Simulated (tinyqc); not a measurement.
Phase shift across the band: Koster-Slater impurity in a tight-binding band, by Green functions and by supercells. Computed by tinyqc, a small Python program. Command: `OMP_NUM_THREADS=1 python tinyqc.py 3004113 3004114 out.jsonl kosterslater walk`. One thread of a shared host (Intel(R) Xeon(R) Processor @ 2.30GHz), about 0.06 s of CPU time with the checks.

One orbital per site, e(k) = -2 t sum cos(k_i) over 3 direction(s), band from -6 t to 6 t, lattice constant 1. One site has the extra energy U. Spin is left out.

Inputs (values chosen for the exercise, for a model band): hopping t = 1.2 eV; impurity potential U = -7.63 eV; broadening eta = 0.18 eV.

Lattice: simple cubic.

Method:
- Outside the band G0(E) = (1/pi) int_0^pi dk (2/(pi z)) K(16 t^2/z^2), z = E + 2 t cos k, K the complete elliptic integral with parameter m; 200 Gauss-Legendre points.
- A bound state solves 1/U = G0(E).
- Bisection in ln(distance from the edge) between 1e-5 t and |U| + t. Weight on the impurity site: -1/(U^2 dG0/dE), by a central difference with step min(1e-4 t, distance/30). Decay length along an axis: 1/arccosh(1 + distance/(2 t)).
- Inside the band G0(z), z = E + i eta, comes from the chain form 1/(sqrt(y - 2t) sqrt(y + 2t)) (principal roots) at y = z + 2 t cos k + 2 t cos k', averaged over k and k' in (0, pi) with 200 Gauss-Legendre points each.
- delta/pi = -arg(1 - U G0)/pi counts the states added below E (Friedel); host DOS = -Im G0/pi, DOS on the impurity = -Im[G0/(1 - U G0)]/pi; 13 evenly spaced energies from -(band edge + |U| + 2t) to +(band edge + |U| + 2t).

distance from the band edge = 1.66445 eV

level E_b = -8.86445 eV

Across the spectrum:

| E (eV) | Re G0 (1/eV) | host DOS (1/eV) | DOS on the impurity (1/eV) | delta/pi |
|---|---|---|---|---|
| -17.230 | -0.05986 | 0.00021 | 0.00072 | 0.00298 |
| -14.358 | -0.07291 | 0.00032 | 0.00163 | 0.00551 |
| -11.487 | -0.09394 | 0.00055 | 0.00689 | 0.01491 |
| -8.615 | -0.13650 | 0.00136 | 0.48874 | 0.78757 |
| -5.743 | -0.21670 | 0.02809 | 0.03191 | 0.74525 |
| -2.872 | -0.23865 | 0.08242 | 0.01801 | 0.62536 |
| 0.000 | 0.00000 | 0.11523 | 0.01335 | 0.38943 |
| 2.872 | 0.23865 | 0.08242 | 0.00695 | 0.19447 |
| 5.743 | 0.21670 | 0.02809 | 0.00375 | 0.07909 |
| 8.615 | 0.13650 | 0.00136 | 0.00033 | 0.00510 |
| 11.487 | 0.09394 | 0.00055 | 0.00019 | 0.00246 |
| 14.358 | 0.07291 | 0.00032 | 0.00013 | 0.00157 |
| 17.230 | 0.05986 | 0.00021 | 0.00010 | 0.00111 |

delta/pi starts and ends near zero (+0.003 and +0.001): the impurity moves states but creates none. delta/pi rises at the bound state below the band (-8.864 eV), reaches 0.79 among these rows (1 in the limit of small eta, just above the level) and is paid back by the top of the band.

Extremes, crossings and ranges named in words are read from the listed rows.
